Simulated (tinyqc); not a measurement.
What each parameter does: inversion layer as a triangular well, valleys of the Si type.

Six ellipsoidal valleys with their long axes along the cube axes, mass ml along the axis and mt across it. For a valley whose axis makes the angle theta with the surface normal, 1/m_z = cos^2(theta)/ml + sin^2(theta)/mt sets the confinement; in the plane the masses are m_1 = mt and m_2 = ml mt/m_z, and m_d = sqrt(m_1 m_2).

The field is taken as constant, e F = 4 pi (e^2/4 pi eps0)(Nd + eta Ns)/eps, with 1e12/cm^2 = 1e-4/angstrom^2, and the oxide as a hard wall at z = 0; c = hbar^2/2m0.

Level j of a valley lies at E_j = a_j (c (e F)^2/m_z)^(1/3) above the band edge at the surface, with the Airy zeros a_j = 2.338107, 4.087949, 5.520560, 6.786708, 7.944134, 9.022651, 10.040174, 11.008524, 11.936016, 12.828777, and has <z> = 2 E_j/(3 e F).

Subband i holds n_i = g m_d/(2 pi c) kB T ln(1 + exp((EF - E_i)/kB T)) (spin included), and EF is fixed by sum n_i = Ns over the levels listed or, where none are listed, over j = 0 to 9 of each group; 1e12/cm^2 = 1e-4/angstrom^2.

Constants: hbar^2/2m0 = 3.80998211 eV angstrom^2; e^2/(4 pi eps0) = 14.39964547 eV angstrom; kB = 8.617333262e-05 eV/K.

Inputs chosen for the exercise (near those of Si; shifted at random, so the results belong to these values and not to a real crystal): ml = 0.926 m0 (longitudinal mass); mt = 0.188 m0 (transverse mass); eps = 11.7 (dielectric constant); Nd = 0.38 x 1e12/cm^2 (depletion charge); eta = 0.75 (share of Ns in the effective field); face = 110 (surface); Ns = 10 x 1e12/cm^2 (electron sheet density); T = 300 K (temperature).

Field, ladders and EF anew.

Results for these values:

| case | lowest E (eV) | EF (eV) | share of lowest (%) | <z> (angstrom) |
|---|---|---|---|---|
| base | 0.2850 | 0.2823 | 89.9 | 15.88 |

What happens to each result for ml = 1.019 m0, all else kept?

Answer: lowest E falls from 0.2850 to 0.2835; EF falls from 0.2823 to 0.2796; share of lowest rises from 89.9 to 90.4; <z> falls from 15.88 to 15.79.

The same for each parameter in turn:

| case | lowest E (eV) | EF (eV) | share of lowest (%) | <z> (angstrom) |
|---|---|---|---|---|
| base | 0.2850 | 0.2823 | 89.9 | 15.88 |
| Ns = 20 x 1e12/cm^2 | 0.4451 | 0.4725 | 94.9 | 12.59 |
| Nd = 0.76 x 1e12/cm^2 | 0.2941 | 0.2916 | 90.5 | 15.62 |
| T = 360 K | 0.2850 | 0.2731 | 87.1 | 15.97 |
| ml = 1.019 m0 | 0.2835 | 0.2796 | 90.4 | 15.79 |
| mt = 0.169 m0 | 0.2936 | 0.2935 | 90.8 | 16.34 |
| eps = 10.5 | 0.3063 | 0.3041 | 91.1 | 15.28 |

Computed by tinyqc, a small Python program: `OMP_NUM_THREADS=1 python tinyqc.py 1252497 1252498 out.jsonl` (the numbers bound the seed that draws the inputs); one thread of a shared host (Intel(R) Xeon(R) Processor @ 2.30GHz), about 0.02 s for the whole set of steps.
